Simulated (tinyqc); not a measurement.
Empirical pseudopotential in a few plane waves, step by step. One step of it, computed by the program tinyqc.

Task: Levels at G. Diagonalise the Hermitian matrix.

H(k) at G (eV), lower triangle:
```
,+0+0+0,-1-1-1,-1-1+1,-1+1-1,-1+1+1,+1-1-1,+1-1+1,+1+1-1,+1+1+1,-2+0+0,+0-2+0,+0+0-2,+0+0+2,+0+2+0,+2+0+0
+0+0+0,0.000000
-1-1-1,2.010722,14.649336
-1-1+1,-2.010722,0.000000,14.649336
-1+1-1,-2.010722,0.000000,0.571439,14.649336
-1+1+1,-2.010722,-0.571439,0.000000,0.000000,14.649336
+1-1-1,-2.010722,0.000000,0.571439,0.571439,0.000000,14.649336
+1-1+1,-2.010722,-0.571439,0.000000,0.000000,0.571439,0.000000,14.649336
+1+1-1,-2.010722,-0.571439,0.000000,0.000000,0.571439,0.000000,0.571439,14.649336
+1+1+1,2.010722,0.000000,-0.571439,-0.571439,0.000000,-0.571439,0.000000,0.000000,14.649336
-2+0+0,0.000000,-2.010722,-2.010722,-2.010722,2.010722,0.519517,-0.519517,-0.519517,-0.519517,19.532448
+0-2+0,0.000000,-2.010722,-2.010722,0.519517,-0.519517,-2.010722,2.010722,-0.519517,-0.519517,0.571439,19.532448
+0+0-2,0.000000,-2.010722,0.519517,-2.010722,-0.519517,-2.010722,-0.519517,2.010722,-0.519517,0.571439,0.571439,19.532448
+0+0+2,0.000000,-0.519517,2.010722,-0.519517,-2.010722,-0.519517,-2.010722,0.519517,-2.010722,-0.571439,-0.571439,0.000000,19.532448
+0+2+0,0.000000,-0.519517,-0.519517,2.010722,-2.010722,-0.519517,0.519517,-2.010722,-2.010722,-0.571439,0.000000,-0.571439,0.571439,19.532448
+2+0+0,0.000000,-0.519517,-0.519517,-0.519517,0.519517,2.010722,-2.010722,-2.010722,-2.010722,0.000000,-0.571439,-0.571439,0.571439,0.571439,19.532448
```

Give: eigenvalues.

Result:

eigenvalues (eV): -1.7824  11.0566  11.0566  11.0566  13.2495  14.0779  14.0779  14.0779  18.1461  18.3896  18.3896  22.5538  22.5538  22.5538  24.9324
